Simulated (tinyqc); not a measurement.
Undoped symmetric double-gate MOSFET, analytic potential model: one step of the calculation.

An undoped body of thickness ts between two equal insulators and tied gates; long channel, electrons only, n = ni exp((psi - V)/Vt) with V the quasi-Fermi potential (0 at the source, Vd at the drain), constant mobility, no quantisation. Across the body psi(x) = V - 2 Vt ln[(ts/(2 beta)) sqrt(q ni/(2 eps0 eps_r Vt)) cos(2 beta x/ts)], x from the centre. Q is the electron charge per area of the whole body.

Question. beta at the source by Newton steps. With V = 0: f = ln(beta) - ln(cos beta) + 2 r beta tan(beta) - (Vg - V0)/(2 Vt); f' = 1/beta + tan(beta) + 2 r [tan(beta) + beta/cos^2(beta)]; beta(new) = beta - f/f'.

Values chosen for this exercise:
- T = 400 K (temperature)
- Vg = 1.15 V (gate voltage)

Constants: q = 1.602176634e-19 C, kB = 1.380649e-23 J/K, Vt = kB T/q. Results are converted to the units shown.

beta at the start = 1.5
r = 1.0788613
V0 = 0.51390974 V

Wanted: f; f'; beta after iteration 1.

Answer.

f = 39.468
f' = 692.03
beta after iteration 1 = 1.4430

Computed by the program tinyqc: `OMP_NUM_THREADS=1 python tinyqc.py 2440012 2440013 out.jsonl`, one thread of a shared Intel Xeon 2.30GHz, about 0.02 s for the whole run.
